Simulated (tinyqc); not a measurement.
Monte Carlo simulation of one carrier in a uniform electric field: one step, computed by the program tinyqc.

The force e F acts along +z. Flights end at the constant total rate Gamma; the part of Gamma that the real rates do not fill is self-scattering, which leaves k unchanged. One valley, no impurities and no intervalley scattering.

Task: Scattering event 1. Kane band: hbar^2 k^2/(2 m) = E (1 + alpha E), speed v = hbar k/(m (1 + 2 alpha E)), states per spin, volume and energy g(E) = m k (1 + 2 alpha E)/(2 pi^2 hbar^2); overlap factors are set to 1. Masses are multiplied by m_0 and all formulas are in SI units. Phonon occupation N_q = 1/(exp(hbar w/(k_B T)) - 1). Acoustic deformation potential (elastic, equipartition, absorption and emission together): 1/tau = 2 pi k_B T D_A^2 g(E)/(hbar rho v_l^2). Polar optical, unscreened: W = e^2 w (1/eps_inf - 1/eps_s) m (1 + 2 alpha E') ln|(k + k')/(k - k')| / (4 pi eps_0 hbar^2 k), times N_q for absorption (E' = E + hbar w) and N_q + 1 for emission (E' = E - hbar w > 0), with alpha = 0 for a parabolic band; mean cosine of the angle <cos> = (k^2 + k'^2)/(2 k k') - 1/ln|(k + k')/(k - k')|. Choice: with cumulative rates in the order acoustic, absorption, emission, the process is the first whose sum exceeds r2 Gamma; if none, self-scattering. Final state: E' = E, E + hbar w or E - hbar w gives k'. Isotropic processes: cos(theta) = 1 - 2 r3 from the z axis, phi = 2 pi r4, k' (sin theta cos phi, sin theta sin phi, cos theta). Polar processes: cos(b) = [1 + xi - (1 + 2 xi)^r3]/xi, xi = 2 k k'/(k - k')^2, b from the old direction n; new direction cos b n + sin b (cos phi e1 + sin phi e2), e1 = (z x n)/|z x n|, e2 = n x e1. Use row 1 of the random numbers.

Inputs (values chosen for the exercise, for a model polar semiconductor): effective mass m = 0.059 m_0; non-parabolicity alpha = 0.38 1/eV; static permittivity eps_s = 14.9; high-frequency permittivity eps_inf = 7.38; density rho = 6340 kg/m^3; sound velocity v_l = 8230 m/s; acoustic deformation potential D_A = 5.9 eV; optical phonon energy hbar w = 27.8 meV; lattice temperature T = 200 K.

Crystal: polar. Band: Kane.

k at the end of the flight (1/nm): [-0.0440000, 0.1400000, -0.0326117]

Random numbers (0.02 to 0.98, from up to 60 sets tried for early real events), one row a flight, columns r1, r2, r3, r4:
$$\begin{pmatrix}
0.8134 & 0.0482 & 0.6558 & 0.0597 \\
0.7860 & 0.1061 & 0.3496 & 0.3692 \\
0.8392 & 0.1870 & 0.9767 & 0.8071 \\
0.5086 & 0.6279 & 0.1667 & 0.1117 \\
0.6789 & 0.0862 & 0.1262 & 0.7256 \\
0.1543 & 0.4695 & 0.8040 & 0.5401 \\
0.9506 & 0.2547 & 0.9762 & 0.4706
\end{pmatrix}$$

Gamma = 33.93985 1e12/s

Constants: hbar = 1.054571817e-34 J s; m_0 = 9.1093837015e-31 kg; e = 1.602176634e-19 C; k_B = 1.380649e-23 J/K; hbar = 6.582119569e-16 eV s; eps_0 = 8.8541878128e-12 F/m; k_B = 8.617333262e-05 eV/K.

Give: cumulative rates; r2 Gamma; process chosen; k after event 1, the start of the next flight.

Result:

cumulative rates (1e12/s): acoustic 0.013, absorption 7.347, emission 7.347

r2 Gamma = 1.636 1e12/s

Process chosen: absorption

k after event 1, the start of the next flight (1/nm): [-0.2470, 0.0197, 0.0720]
